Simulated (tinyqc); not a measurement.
Inside a calculation: Weaire-Thorpe hybrids on a Bethe lattice: gap and dangling bond of an amorphous tetrahedral solid. Values are carried at full precision from step to step, so a last printed digit may differ when a step is redone from the rounded ones.

Four sp3 hybrids an atom at energy 0, coupled by -V1 on the atom and by -V2 along a bond; the bonds form a tree (no rings). For any network the gap runs at least from -V2 + V1 to V2 - 3 V1, and p-like states pile up at -V2 + V1 and V2 + V1. On the tree the gap is wider: it ends at Ec = -V1 + sqrt(V2^2 + 4 V1^2 - 2 sqrt3 V1 V2), which makes it well wider than the gaps of the real glasses. A branch seen from a hybrid has the self-energy S = V2^2 g, where g is the Green function of the hybrid across the bond, whose three partners carry S themselves. With a = z - V1, b = a - S: g = 1/(a + V1 b/(b + 3 V1)), z = E + i eta. A full atom has G = (1/b)(b + 3 V1)/(b + 4 V1) per hybrid; a dangling hybrid with shift dh has G = 1/(1/g - dh).

Values chosen for the exercise (of the size of tabulated hybrid energies for tetrahedral carbon; shifted at random, so the results belong to these values and not to a real crystal):
- V1 = 2.1 eV (coupling of two hybrids on one atom)
- V2 = 9.85 eV (coupling of the two hybrids of a bond)
- E = -4.99 eV (energy)
- eta = 0.05 eV (broadening)
- dh = -1.35 eV (shift of the dangling hybrid (rehybridisation))

## Edges

Bounds -V2 + V1 and V2 - 3 V1. On the tree the s-like bands are narrower: E = -V1 -/+ sqrt(V2^2 + 4 V1^2 + V1 V2 e) with e from -2 sqrt3 to 2 sqrt3 (for a crystal, -4 to 4), so the conduction edge is -V1 + sqrt(V2^2 + 4 V1^2 - 2 sqrt3 V1 V2).

edges (eV): Ev -7.7500, Ec(bound) 3.5500, Ec(tree) 4.4580

gaps (eV): (bound, reached in the crystal) 11.3000, (tree) 12.2080

The gap needs no periodicity, only V2 > 2 V1 (here V2/V1 = 4.690); leaving out rings widens it by 0.908 eV. Two parameters overstate the gap of carbon more than twofold (diamond has 5.5 eV).

## The self-energy at one energy

S = V2^2 g is a quadratic A S^2 + B S + C = 0 with A = a + V1, B = -(a (a + 4 V1) + V2^2), C = V2^2 (a + 3 V1), a = z - V1. Of the two roots take the one with Im S < 0 (if both qualify, the decaying one, with the smaller |V1 V2 g/(b + 3 V1)|).

A, B, C: -4.9900+0.0500i  -87.7321+0.2890i  -76.6478+4.8511i

roots (eV): -0.9219+0.0589i  -16.6585-0.1772i

S = -16.6585-0.1772i eV

## Densities at that energy

With z = E + i eta, b = z - V1 - S: full atom G = (b + 3 V1)/(b (b + 4 V1)); g = S/V2^2; dangling hybrid 1/(1/g - dh); densities -Im G/pi.

G (1/eV): (bulk) 0.0922-0.0020i, (dangling with dh = 0) -0.1717-0.0018i, (dangling with dh) -0.2235-0.0031i
densities (1/eV): (bulk) 0.0006, (dangling with dh = 0) 0.0006, (dangling with dh) 0.0010

## The dangling-bond level

For eta = 0 the level solves 1/g(E) = dh inside the gap (bisection); its weight on the dangling hybrid is 1/(d(1/g)/dE), by central differences with step 1e-5 eV.

level = -1.1734 eV
above Ev = 6.5766 eV
weight on the dangling hybrid = 0.872

The level lies at 54 % of the gap of the tree; 13 % of it spreads over the back bonds.

## Checks

- Conduction edge from the formula against the zero of the discriminant: both 4.45801.
- S from the quadratic against damped iteration of S = V2^2 g: both -16.65846.

tinyqc: `OMP_NUM_THREADS=1 python tinyqc.py 1482524 1482525 out.jsonl`; about 0.03 s, one thread, shared Intel(R) Xeon(R) Processor @ 2.30GHz.
